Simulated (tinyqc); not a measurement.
Inside a calculation. Model: charge neutrality of a doped semiconductor with incomplete ionisation. Computed by tinyqc, a small Python program that keeps every step. Command: `OMP_NUM_THREADS=1 python tinyqc.py 3030394 3030395 out.jsonl dopant walk`. One thread of a shared host (Intel(R) Xeon(R) Processor @ 2.30GHz), about 0.04 s of CPU time with the checks. Intermediate numbers are printed to about 7 digits and carried at full precision; extremes and crossings named in words are read from the listed rows.

Energies are counted from the top of the valence band; E_D is measured down from the conduction band and E_A up from the valence band.

Inputs (values chosen for the exercise, modelled on InP):

| quantity | value | unit |
|---|---|---|
| gap at 0 K E_g0 | 1.41 | eV |
| Varshni alpha | 0.000369 | eV/K |
| Varshni beta | 163 | K |
| electron mass m_e | 0.0796 | m_0 |
| valleys M_c | 1 | - |
| hole mass m_h | 0.579 | m_0 |
| donor density N_D | 9.9e+14 | cm^-3 |
| acceptor density N_A | 1.2e+13 | cm^-3 |
| donor depth E_D | 0.00724 | eV |
| acceptor depth E_A | 0.0407 | eV |
| donor degeneracy g_D | 2 | - |
| acceptor degeneracy g_A | 4 | - |
| temperature T | 250 | K |
| iteration cap | 60 | - |

Doping: n-type, compensated. Statistics of the bands: Fermi-Dirac. Solver: Newton steps on the logarithm. Start of Newton steps: 0.25 eV inside the majority band.

ratios u of density to N: 0.014  0.044  0.13  0.41  1.3  3.9  12

Constants: m_0 = 9.1093837015e-31 kg; k_B = 1.380649e-23 J/K; h = 6.62607015e-34 J s; k_B = 8.617333262e-05 eV/K.

## Gap and effective densities of states

E_g = E_g0 - alpha T^2/(T + beta). N_c = 2 M_c (2 pi m_e k_B T/h^2)^(3/2) and N_v = 2 (2 pi m_h k_B T/h^2)^(3/2), masses in units of m_0. n_i = sqrt(N_c N_v) exp(-E_g/(2 k_B T)); E_i = E_g/2 + (k_B T/2) ln(N_v/N_c).

gap E_g = 1.354159 eV

N_c = 4.287160e+17 cm^-3

N_v = 8.410426e+18 cm^-3

k_B T = 0.02154333 eV

intrinsic density n_i = 42577.09 cm^-3

intrinsic level E_i = 0.7091404 eV

## Charges at trial Fermi levels

n = N_c F_1/2((E_F - E_g)/k_B T), p = N_v F_1/2(-E_F/k_B T). F_1/2(eta) = (2/sqrt(pi)) int_0^infinity sqrt(x)/(1 + exp(x - eta)) dx, by the trapezoid rule in t = sqrt(x) with step 0.02 up to t = 12 (for eta < -12 by exp(eta) - exp(2 eta)/2^(3/2)). N_D+ = N_D/(1 + g_D exp((E_F - E_g + E_D)/k_B T)). N_A- = N_A/(1 + g_A exp((E_A - E_F)/k_B T)). Neutrality: p + N_D+ = n + N_A-; the log ratio is ln[(p + N_D+)/(n + N_A-)]. The last column is ln[(p + N_D+)/(n + N_A-)], which vanishes at neutrality; trial levels are the majority level plus multiples of k_B T, rounded to 0.1 meV.

Densities (cm^-3):

| E_F (eV) | n | p | N_D+ | N_A- | log ratio |
|---|---|---|---|---|---|
| 1.2177 | 7.603494e+14 | 2.382684e-06 | 9.851069e+14 | 1.20e+13 | 0.24331 |
| 1.2823 | 1.507193e+16 | 1.187921e-07 | 9.003054e+14 | 1.20e+13 | -2.81865 |
| 1.3254 | 1.036181e+17 | 1.606682e-08 | 5.700781e+14 | 1.20e+13 | -5.20281 |
| 1.3685 | 5.389312e+17 | 2.173062e-09 | 1.535793e+14 | 1.20e+13 | -8.16315 |
| 1.4115 | 1.664030e+18 | 2.952775e-10 | 2.409899e+13 | 1.20e+13 | -11.14259 |

The log ratio changes sign between 1.2177 and 1.2823 eV.

## Solving for the Fermi level

Newton steps from the start named, with the slope from a central difference of 1e-6 eV; the function is the log ratio y = ln[(p + N_D+)/(n + N_A-)]; the bracket -0.3 to E_g + 0.3 eV is narrowed by the sign of y at each step, and a step that would leave it is replaced by its midpoint; stop when |log ratio| < 1e-9.

Course of the iteration:

| step | E_F (eV) | log ratio |
|---|---|---|
| 1 | 1.604159 | -2.210617e+01 |
| 2 | 1.181836 | 1.847172e+00 |
| 3 | 1.224908 | -8.856725e-02 |
| 4 | 1.222990 | -6.801904e-05 |
| 5 | 1.222989 | -4.082790e-11 |

Fermi level E_F (last iterate) = 1.222989 eV

converged (1 yes, 0 no) = 1

steps = 5

Converged in 5 steps.

## Densities at the solution

The formulas are those given above.

majority density n = 9.717540e+14 cm^-3

minority density p = 1.864007e-06 cm^-3

ionised share of the donors = 0.9936909

distance of E_F from the majority band edge = 0.1311697 eV

n is 99.4 % of the net doping; n p / n_i^2 = 0.9992.

## The closed form for the extrinsic range

With Boltzmann statistics, no holes and every acceptor ionised, n (n + N_A) = n1 (N_D - N_A - n) with n1 = (N_c/g_D) exp(-E_D/k_B T). Take the positive root.

n1 = 1.531750e+17 cm^-3

n from the quadratic = 9.717589e+14 cm^-3

Against the full solution, 9.7175e14 cm^-3, the quadratic is off by 5.1e-4 %.

## Carrier density against temperature

Neutrality is solved by bisection at each T. The last column is -k_B d ln(n T^-3/2)/d(1/T) from this row and the one above; it turns negative as ionisation nears completion, when the density grows more slowly than that power of T.

Against temperature:

| T (K) | n (cm^-3) | E_F from the band edge (eV) | ionised share | activation energy (eV) |
|---|---|---|---|---|
| 5.3 | 7.030976e+09 | 0.0055470 | 0.0121283 | - |
| 7.6 | 1.317195e+12 | 0.0048810 | 0.0134517 | 0.00708138 |
| 12.0 | 3.826355e+13 | 0.0049287 | 0.0507713 | 0.00479374 |
| 19.0 | 1.983655e+14 | 0.0062301 | 0.2124904 | 0.00268417 |
| 28.0 | 4.508426e+14 | 0.0085985 | 0.4675178 | 0.00121925 |
| 42.0 | 7.152584e+14 | 0.0134335 | 0.7346045 | -0.00106169 |
| 300.0 | 9.734922e+14 | 0.1644325 | 0.9954467 | -0.01111423 |
| 600.0 | 9.787205e+14 | 0.3823661 | 0.9985891 | -0.05348078 |

Between the two coldest rows the activation energy is 0.00708 eV, 0.98 of the dopant depth: with compensation E_F is pinned at the level and the full depth shows. The density is within 10 % of the net doping from 300 K to 600 K.

## Reduced Fermi level from a carrier density

For u = density/N of the majority band, eta solves F_1/2(eta) = u (bisection). Boltzmann: ln u. Joyce-Dixon: ln u + u/sqrt(8) - 4.95009e-3 u^2 + 1.48386e-4 u^3 - 4.42563e-6 u^4. Degenerate limit: (3 sqrt(pi) u/4)^(2/3). The last column is (eta - ln u) k_B T.

Eta by four rules:

| u | density (cm^-3) | exact | Boltzmann | Joyce-Dixon | degenerate | Boltzmann error (meV) |
|---|---|---|---|---|---|---|
| 0.014 | 6.002025e+15 | -4.263749 | -4.268698 | -4.263749 | 0.070228 | 1.066132e-01 |
| 0.044 | 1.886351e+16 | -3.108019 | -3.123566 | -3.108019 | 0.150681 | 3.349294e-01 |
| 0.13 | 5.573309e+16 | -1.994342 | -2.040221 | -1.994342 | 0.310256 | 9.883782e-01 |
| 0.41 | 1.757736e+17 | -0.747463 | -0.891598 | -0.747463 | 0.667237 | 3.105146e+00 |
| 1.3 | 5.573309e+17 | 0.713932 | 0.262364 | 0.713931 | 1.440079 | 9.728269e+00 |
| 3.9 | 1.671993e+18 | 2.672410 | 1.360977 | 2.672322 | 2.995485 | 2.825265e+01 |
| 12 | 5.144593e+18 | 6.201147 | 2.484907 | 6.179376 | 6.336921 | 8.006021e+01 |

Boltzmann statistics place E_F within 1 meV of the exact value up to u = 0.130 of those listed and miss by 80.1 meV at u = 12. Joyce-Dixon stays within 0.01 in eta up to u = 3.90; the degenerate limit is still 2.2 % high at the last u. A parabolic band is assumed throughout.

Checks made by the program: neutrality at the solution (relative difference 1e-09).
